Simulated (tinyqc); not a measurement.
Inside a calculation. Method: MP2 on RHF in the sto-6g basis, for H6, spin multiplicity 1. Computed by tinyqc, a small Python program that keeps every step (integrals from PySCF). Settings: charge = 0, multiplicity = 1, basis = sto-6g, method = RHF, energy threshold = 1e-10, iteration cap = 63, orthogonalisation = symmetric, start = core, DIIS depth = 6. Command: `OMP_NUM_THREADS=1 python tinyqc.py 28847 28848 out.jsonl` (the two numbers bound the seeds that draw the settings). One thread of a shared host (Intel(R) Xeon(R) Processor @ 2.60GHz), about 0.1 s of CPU time with the checks. The early iterations of the SCF are left out here.

## One-electron integrals

Geometry (angstrom):
```
atom         x         y         z
H     0.000000  0.000000  0.000000
H     0.000000  0.000000  1.071000
H     0.000000  0.000000  2.409000
H     0.000000  0.000000  3.480000
H     0.000000  0.000000  4.818000
H     0.000000  0.000000  5.889000
```

Basis sto-6g: exponents (1/bohr^2) and contraction coefficients of normalised primitives:
```
element  l (shell)   exponent  coefficient
H            s (1)  35.523221     0.009164
H            s (1)   6.513144     0.049361
H            s (1)   1.822143     0.168538
H            s (1)   0.625955     0.370563
H            s (1)   0.243077     0.416492
H            s (1)   0.100112     0.130334
```

Overlap, kinetic and nuclear-attraction integrals over the contracted functions; the nuclear repulsion is the sum of Za Zb / Rab.

nuclear repulsion = 3.90683053 hartree

overlap S, lower triangle:
```
          1H 1s     2H 1s     3H 1s     4H 1s     5H 1s     6H 1s
1H 1s  1.000000
2H 1s  0.456005  1.000000
3H 1s  0.061039  0.322324  1.000000
4H 1s  0.008942  0.061039  0.456005  1.000000
5H 1s  0.000588  0.005357  0.061039  0.322324  1.000000
6H 1s  0.000050  0.000588  0.008942  0.061039  0.456005  1.000000
```

kinetic energy T (hartree), lower triangle:
```
           1H 1s      2H 1s      3H 1s      4H 1s     5H 1s     6H 1s
1H 1s   0.768522
2H 1s   0.088154   0.768522
3H 1s  -0.010831   0.028669   0.768522
4H 1s  -0.002871  -0.010831   0.088154   0.768522
5H 1s  -0.000299  -0.001904  -0.010831   0.028669  0.768522
6H 1s  -0.000034  -0.000299  -0.002871  -0.010831  0.088154  0.768522
```

nuclear attraction V (hartree), lower triangle:
```
           1H 1s      2H 1s      3H 1s      4H 1s      5H 1s      6H 1s
1H 1s  -2.293601
2H 1s  -1.022518  -2.585311
3H 1s  -0.129104  -0.744546  -2.705961
4H 1s  -0.018454  -0.135443  -1.134072  -2.705961
5H 1s  -0.001161  -0.011125  -0.135443  -0.744546  -2.585311
6H 1s  -0.000096  -0.001161  -0.018454  -0.129104  -1.022518  -2.293601
```

core Hamiltonian H = T + V (hartree), lower triangle:
```
           1H 1s      2H 1s      3H 1s      4H 1s      5H 1s      6H 1s
1H 1s  -1.525079
2H 1s  -0.934364  -1.816789
3H 1s  -0.139935  -0.715877  -1.937439
4H 1s  -0.021325  -0.146275  -1.045918  -1.937439
5H 1s  -0.001460  -0.013029  -0.146275  -0.715877  -1.816789
6H 1s  -0.000130  -0.001460  -0.021325  -0.139935  -0.934364  -1.525079
```

## Two-electron integrals

Functions are numbered as in S; the eight-fold symmetry (ij|kl) = (ji|kl) = (kl|ij) leaves the list below.

Two-electron integrals (ij|kl) in chemists' order, unique and non-zero (hartree):
```
(11|11) 0.774999   (21|11) 0.277983   (21|21) 0.130753   (22|11) 0.455533
(22|21) 0.277983   (22|22) 0.774999   (31|11) 0.025534   (31|21) 0.013482
(31|22) 0.033584   (31|31) 0.001744   (32|11) 0.099088   (32|21) 0.061011
(32|22) 0.181158   (32|31) 0.009625   (32|32) 0.061201   (33|11) 0.219495
(33|21) 0.129682   (33|22) 0.382170   (33|31) 0.025534   (33|32) 0.181158
(33|33) 0.774999   (41|11) 0.002947   (41|21) 0.001586   (41|22) 0.004048
(41|31) 0.000224   (41|32) 0.001306   (41|33) 0.004048   (41|41) 0.000031
(42|11) 0.014936   (42|21) 0.008860   (42|22) 0.025534   (42|31) 0.001484
(42|32) 0.009625   (42|33) 0.033584   (42|41) 0.000224   (42|42) 0.001744
(43|11) 0.082485   (43|21) 0.046502   (43|22) 0.129682   (43|31) 0.008860
(43|32) 0.061011   (43|33) 0.277983   (43|41) 0.001586   (43|42) 0.013482
(43|43) 0.130753   (44|11) 0.152061   (44|21) 0.082485   (44|22) 0.219495
(44|31) 0.014936   (44|32) 0.099088   (44|33) 0.455533   (44|41) 0.002947
(44|42) 0.025534   (44|43) 0.277983   (44|44) 0.774999   (51|11) 0.000145
(51|21) 0.000080   (51|22) 0.000213   (51|31) 0.000012   (51|32) 0.000075
(51|33) 0.000253   (51|41) 1.86e-06   (51|42) 0.000014   (51|43) 0.000109
(51|44) 0.000227   (51|51) 1.20e-07   (52|11) 0.001042   (52|21) 0.000597
(52|22) 0.001670   (52|31) 0.000101   (52|32) 0.000655   (52|33) 0.002407
(52|41) 0.000016   (52|42) 0.000130   (52|43) 0.001093   (52|44) 0.002407
(52|51) 1.12e-06   (52|52) 0.000011   (53|11) 0.009147   (53|21) 0.004973
(53|22) 0.013279   (53|31) 0.000891   (53|32) 0.005875   (53|33) 0.025534
(53|41) 0.000163   (53|42) 0.001365   (53|43) 0.013482   (53|44) 0.033584
(53|51) 0.000012   (53|52) 0.000130   (53|53) 0.001744   (54|11) 0.041326
(54|21) 0.021773   (54|22) 0.055940   (54|31) 0.003701   (54|32) 0.023479
(54|33) 0.099088   (54|41) 0.000700   (54|42) 0.005875   (54|43) 0.061011
(54|44) 0.181158   (54|51) 0.000059   (54|52) 0.000655   (54|53) 0.009625
(54|54) 0.061201   (55|11) 0.109833   (55|21) 0.056525   (55|22) 0.141226
(55|31) 0.009147   (55|32) 0.055940   (55|33) 0.219495   (55|41) 0.001640
(55|42) 0.013279   (55|43) 0.129682   (55|44) 0.382170   (55|51) 0.000145
(55|52) 0.001670   (55|53) 0.025534   (55|54) 0.181158   (55|55) 0.774999
(61|11) 0.000010   (61|21) 0.000005   (61|22) 0.000015   (61|31) 9.00e-07
(61|32) 0.000006   (61|33) 0.000021   (61|41) 1.45e-07   (61|42) 1.14e-06
(61|43) 0.000010   (61|44) 0.000021   (61|51) 9.93e-09   (61|52) 9.63e-08
(61|53) 1.14e-06   (61|54) 0.000006   (61|55) 0.000015   (62|11) 0.000096
(62|21) 0.000053   (62|22) 0.000145   (62|31) 0.000009   (62|32) 0.000059
(62|33) 0.000227   (62|41) 1.54e-06   (62|42) 0.000012   (62|43) 0.000109
(62|44) 0.000253   (62|51) 1.11e-07   (62|52) 1.12e-06   (62|53) 0.000014
(62|54) 0.000075   (62|55) 0.000213   (62|61) 9.93e-09   (62|62) 1.20e-07
(63|11) 0.001181   (63|21) 0.000629   (63|22) 0.001640   (63|31) 0.000109
(63|32) 0.000700   (63|33) 0.002947   (63|41) 0.000020   (63|42) 0.000163
(63|43) 0.001586   (63|44) 0.004048   (63|51) 1.54e-06   (63|52) 0.000016
(63|53) 0.000224   (63|54) 0.001306   (63|55) 0.004048   (63|61) 1.45e-07
(63|62) 1.86e-06   (63|63) 0.000031   (64|11) 0.006989   (64|21) 0.003625
(64|22) 0.009147   (64|31) 0.000597   (64|32) 0.003701   (64|33) 0.014936
(64|41) 0.000109   (64|42) 0.000891   (64|43) 0.008860   (64|44) 0.025534
(64|51) 0.000009   (64|52) 0.000101   (64|53) 0.001484   (64|54) 0.009625
(64|55) 0.033584   (64|61) 9.00e-07   (64|62) 0.000012   (64|63) 0.000224
(64|64) 0.001744   (65|11) 0.045165   (65|21) 0.022953   (65|22) 0.056525
(65|31) 0.003625   (65|32) 0.021773   (65|33) 0.082485   (65|41) 0.000629
(65|42) 0.004973   (65|43) 0.046502   (65|44) 0.129682   (65|51) 0.000053
(65|52) 0.000597   (65|53) 0.008860   (65|54) 0.061011   (65|55) 0.277983
(65|61) 0.000005   (65|62) 0.000080   (65|63) 0.001586   (65|64) 0.013482
(65|65) 0.130753   (66|11) 0.089859   (66|21) 0.045165   (66|22) 0.109833
(66|31) 0.006989   (66|32) 0.041326   (66|33) 0.152061   (66|41) 0.001181
(66|42) 0.009147   (66|43) 0.082485   (66|44) 0.219495   (66|51) 0.000096
(66|52) 0.001042   (66|53) 0.014936   (66|54) 0.099088   (66|55) 0.455533
(66|61) 0.000010   (66|62) 0.000145   (66|63) 0.002947   (66|64) 0.025534
(66|65) 0.277983   (66|66) 0.774999
```

## Orthogonalisation

S = U s U^T; symmetric (Loewdin) form X = U s^(-1/2) U^T, so that X^T S X = 1.

eigenvalues of S: 0.370227  0.489494  0.663492  1.173132  1.504869  1.798787

X, lower triangle:
```
           1H 1s      2H 1s      3H 1s      4H 1s      5H 1s     6H 1s
1H 1s   1.095279
2H 1s  -0.275466   1.146862
3H 1s   0.036846  -0.204574   1.150117
4H 1s  -0.008299   0.038643  -0.288042   1.150117
5H 1s   0.001377  -0.005700   0.038643  -0.204574   1.146862
6H 1s  -0.000333   0.001377  -0.008299   0.036846  -0.275466  1.095279
```

## Iteration 7 (converged): orbitals

converged F (hartree), lower triangle:
```
           1H 1s      2H 1s      3H 1s      4H 1s      5H 1s      6H 1s
1H 1s  -0.229983
2H 1s  -0.449419  -0.272758
3H 1s  -0.084750  -0.254861  -0.274675
4H 1s   0.002825  -0.083941  -0.449646  -0.274675
5H 1s   0.001253  -0.006978  -0.083941  -0.254861  -0.272758
6H 1s  -0.003973   0.001253   0.002825  -0.084750  -0.449419  -0.229983
```

Diagonalise F' = X^T F X, C = X C', fill 3 alpha and 3 beta electrons from the bottom; D = 2 C_occ C_occ^T. Each column has its largest component positive (the first on a tie).

F' = X^T F X (hartree), lower triangle:
```
           1          2          3          4          5          6
1  -0.027613
2  -0.445802   0.005502
3   0.045550  -0.247358   0.007380
4   0.005782   0.047903  -0.456427   0.007380
5   0.002365  -0.006098   0.047903  -0.247358   0.005502
6  -0.005304   0.002365   0.005782   0.045550  -0.445802  -0.027613
```

orbital energies (hartree): MO1 -0.572846, MO2 -0.488685, MO3 -0.372353, MO4 0.233522, MO5 0.462639, MO6 0.708258

coefficients C:
```
            MO1        MO2        MO3        MO4        MO5        MO6
1H 1s  0.206546   0.386027  -0.401218  -0.553542  -0.658625   0.429065
2H 1s  0.287474   0.418478  -0.286242   0.355173   0.733402  -0.656373
3H 1s  0.390964   0.095440   0.431095   0.566711  -0.216944   0.857016
4H 1s  0.390964  -0.095440   0.431095  -0.566711  -0.216944  -0.857016
5H 1s  0.287474  -0.418478  -0.286242  -0.355173   0.733402   0.656373
6H 1s  0.206546  -0.386027  -0.401218   0.553542  -0.658625  -0.429065
```

D after iteration 7, lower triangle:
```
           1H 1s      2H 1s      3H 1s      4H 1s     5H 1s     6H 1s
1H 1s   0.705308
2H 1s   0.671532   0.679399
3H 1s  -0.110737   0.057869   0.695609
4H 1s  -0.258107  -0.101889   0.659174   0.695609
5H 1s   0.025356  -0.021096  -0.101889   0.057869  0.679399
6H 1s   0.109241   0.025356  -0.258107  -0.110737  0.671532  0.705308
```

## Convergence

Stop when the energy changes by less than 1e-10 hartree and every element of the error matrix X^T (F D S - S D F) X is below 3e-06.

Course of the cycle:
```
iteration  E (hartree)     change  largest element of the error matrix
1          -2.74296085          -                             4.10e-01
2          -3.13226582  -3.89e-01                             3.98e-02
3          -3.13934784  -7.08e-03                             1.33e-02
4          -3.13993891  -5.91e-04                             5.30e-04
5          -3.13994024  -1.33e-06                             4.88e-05
6          -3.13994025  -4.45e-09                             1.12e-06
7          -3.13994025  -5.41e-12                             7.23e-08
```

PySCF RHF in the same basis = -3.13994025 hartree

Converged in 7 iterations.

## Integrals over molecular orbitals

(pq|rs) = sum C_ip C_jq C_kr C_ls (ij|kl), one index at a time.

one-electron integrals over orbitals h = C^T H C (hartree), lower triangle:
```
           1          2          3          4          5          6
1  -2.006550
2   0.000000  -1.813789
3  -0.124035   0.000000  -1.792548
4   0.000000  -0.152682   0.000000  -1.538362
5  -0.069053   0.000000   0.129359   0.000000  -1.307809
6   0.000000   0.052250   0.000000  -0.131005   0.000000  -1.267172
```

Two-electron integrals over orbitals (pq|rs), unique and non-zero (hartree):
```
(11|11) 0.380600    (21|21) 0.124437    (22|11) 0.299874    (22|22) 0.356948
(31|11) 0.076096    (31|22) -0.053165   (31|31) 0.122157    (32|21) -0.115601
(32|32) 0.133381    (33|11) 0.349975    (33|22) 0.313113    (33|31) 0.038668
(33|33) 0.349557    (41|21) 0.037662    (41|32) 0.007811    (41|41) 0.083589
(42|11) 0.056058    (42|22) -0.003085   (42|31) 0.050027    (42|33) 0.011056
(42|42) 0.073540    (43|21) 0.061992    (43|32) -0.059199   (43|41) 0.016313
(43|43) 0.082698    (44|11) 0.350560    (44|22) 0.313005    (44|31) 0.037265
(44|33) 0.342291    (44|42) 0.018143    (44|44) 0.354221    (51|11) 0.008890
(51|22) 0.027531    (51|31) -0.023054   (51|33) -0.011519   (51|42) 0.039900
(51|44) -0.004898   (51|51) 0.050491    (52|21) 0.024621    (52|32) 0.005561
(52|41) 0.056528    (52|43) -0.042262   (52|52) 0.093363    (53|11) -0.061659
(53|22) -0.001189   (53|31) -0.052760   (53|33) -0.021155   (53|42) -0.070980
(53|44) -0.017843   (53|51) -0.036358   (53|53) 0.075081    (54|21) 0.115824
(54|32) -0.128556   (54|41) -0.001566   (54|43) 0.060665    (54|52) -0.004466
(54|54) 0.136305    (55|11) 0.311164    (55|22) 0.360991    (55|31) -0.046191
(55|33) 0.322537    (55|42) 0.000042    (55|44) 0.329119    (55|51) 0.027548
(55|53) -0.002610   (55|55) 0.380881    (61|21) 0.001549    (61|32) 0.015838
(61|41) 0.029923    (61|43) 0.054466    (61|52) -0.035599   (61|54) -0.013636
(61|61) 0.070293    (62|11) -0.012903   (62|22) -0.030967   (62|31) 0.021345
(62|33) 0.003788    (62|42) -0.037723   (62|44) 0.005804    (62|51) -0.047955
(62|53) 0.039628    (62|55) -0.030265   (62|62) 0.049964    (63|21) 0.040306
(63|32) 0.001504    (63|41) 0.081077    (63|43) 0.017641    (63|52) 0.057348
(63|54) -0.002575   (63|61) 0.029171    (63|63) 0.085507    (64|11) 0.078204
(64|22) -0.047749   (64|31) 0.118868    (64|33) 0.039967    (64|42) 0.052420
(64|44) 0.041080    (64|51) -0.020559   (64|53) -0.054298   (64|55) -0.049510
(64|62) 0.020521    (64|64) 0.127401    (65|21) -0.127913   (65|32) 0.120227
(65|41) -0.038849   (65|43) -0.065930   (65|52) -0.025384   (65|54) -0.124936
(65|61) -0.002379   (65|63) -0.043760   (65|65) 0.141972    (66|11) 0.401514
(66|22) 0.317698    (66|31) 0.080068    (66|33) 0.371385    (66|42) 0.060785
(66|44) 0.377741    (66|51) 0.010421    (66|53) -0.067514   (66|55) 0.337018
(66|62) -0.014857   (66|64) 0.087125    (66|66) 0.442346
```

## Second-order Moller-Plesset energy

Hartree-Fock energy = -3.13994025 hartree

E2 = sum_ijab (ia|jb) [2 (ia|jb) - (ib|ja)] / (e_i + e_j - e_a - e_b) over occupied i, j and virtual a, b; the opposite-spin part is (ia|jb)^2 / denominator, the rest is same-spin, and SCS-MP2 scales them by 6/5 and 1/3.

Terms (the 40 largest of 41):
```
i  j  a  b    (ia|jb)    (ib|ja)  denominator       term
3  3  4  4   0.082698   0.082698    -1.211751  -0.005644
1  3  4  6   0.081077   0.054466    -1.886980  -0.004627
3  1  6  4   0.081077   0.054466    -1.886980  -0.004627
2  2  5  5   0.093363   0.093363    -1.902648  -0.004581
3  2  5  4  -0.070980  -0.042262    -1.557200  -0.004544
2  3  4  5  -0.070980  -0.042262    -1.557200  -0.004544
1  1  4  4   0.083589   0.083589    -1.612736  -0.004332
2  2  4  4   0.073540   0.073540    -1.444414  -0.003744
3  3  6  6   0.085507   0.085507    -2.161224  -0.003383
3  3  5  5   0.075081   0.075081    -1.669985  -0.003376
2  1  5  4   0.056528   0.039900    -1.757692  -0.002353
1  2  4  5   0.056528   0.039900    -1.757692  -0.002353
2  3  5  6   0.057348   0.039628    -2.031936  -0.002119
3  2  6  5   0.057348   0.039628    -2.031936  -0.002119
1  1  6  6   0.070293   0.070293    -2.562209  -0.001928
1  2  5  6  -0.047955  -0.035599    -2.232428  -0.001296
2  1  6  5  -0.047955  -0.035599    -2.232428  -0.001296
1  1  5  5   0.050491   0.050491    -2.070970  -0.001231
2  2  6  6   0.049964   0.049964    -2.393886  -0.001043
1  3  6  4   0.054466   0.081077    -1.886980  -0.000804
3  1  4  6   0.054466   0.081077    -1.886980  -0.000804
2  2  6  4  -0.037723  -0.037723    -1.919150  -0.000742
2  2  4  6  -0.037723  -0.037723    -1.919150  -0.000742
1  3  5  5  -0.036358  -0.036358    -1.870478  -0.000707
3  1  5  5  -0.036358  -0.036358    -1.870478  -0.000707
1  2  5  4   0.039900   0.056528    -1.757692  -0.000528
2  1  4  5   0.039900   0.056528    -1.757692  -0.000528
1  1  6  4   0.029923   0.029923    -2.087472  -0.000429
1  1  4  6   0.029923   0.029923    -2.087472  -0.000429
3  2  5  6   0.039628   0.057348    -2.031936  -0.000427
2  3  6  5   0.039628   0.057348    -2.031936  -0.000427
2  1  5  6  -0.035599  -0.047955    -2.232428  -0.000371
1  2  6  5  -0.035599  -0.047955    -2.232428  -0.000371
3  2  4  5  -0.042262  -0.070980    -1.557200  -0.000368
2  3  5  4  -0.042262  -0.070980    -1.557200  -0.000368
1  3  6  6   0.029171   0.029171    -2.361716  -0.000360
3  1  6  6   0.029171   0.029171    -2.361716  -0.000360
1  3  4  4   0.016313   0.016313    -1.412244  -0.000188
3  1  4  4   0.016313   0.016313    -1.412244  -0.000188
3  3  6  4   0.017641   0.017641    -1.686487  -0.000185
```

Pair energies (hartree; pair i-j sums ij and ji):
```
pair  opposite spin  same spin
1-1       -0.008350          0
2-1       -0.008643  -0.000451
2-2       -0.010851          0
3-1       -0.012622  -0.000751
3-2       -0.013548  -0.001368
3-3       -0.012772          0
```

MP2 correlation energy = -0.06935558 hartree

SCS-MP2 correlation energy = -0.08099913 hartree

MP2 total energy = -3.20929583 hartree
